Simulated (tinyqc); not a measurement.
Hall effect and magnetoresistance of several carrier groups with constant relaxation times: one step, computed by the program tinyqc. Command: `OMP_NUM_THREADS=1 python tinyqc.py 3011971 3011972 out.jsonl hall2 walk`. One thread of a shared host (Intel(R) Xeon(R) Processor @ 2.30GHz), about 0.01 s of CPU time with the checks.

Group 1 has charge -e and group 2 charge +e; s_i is that sign. B lies along z; mu B is formed with mu in m^2/(V s).

Question. Conductivity of each group. sigma_xx = sum n_i e mu_i/(1 + mu_i^2 B^2); sigma_xy = sum s_i n_i e mu_i^2 B/(1 + mu_i^2 B^2).

Inputs (values chosen for the exercise, for a model conductor):
```
quantity            value        unit
density n1        6.2e+17      1/cm^3
mobility mu1         7300  cm^2/(V s)
density n2        2.1e+19      1/cm^3
mobility mu2         1900  cm^2/(V s)
magnetic field B      1.9           T
```

Carriers: electrons and holes. Densities: per volume.

Constants: e = 1.602176634e-19 C.

Give: Parts (S/cm); sigma_xx; sigma_xy; sigma at B = 0.

Answer.

Parts (S/cm):
```
group     mu B  sigma_xx  sigma_xy
group 1  1.387     248.0    -344.0
group 2  0.361      5656      2042
```

sigma_xx = 5904 S/cm

sigma_xy = 1698 S/cm

sigma at B = 0 = 7118 S/cm
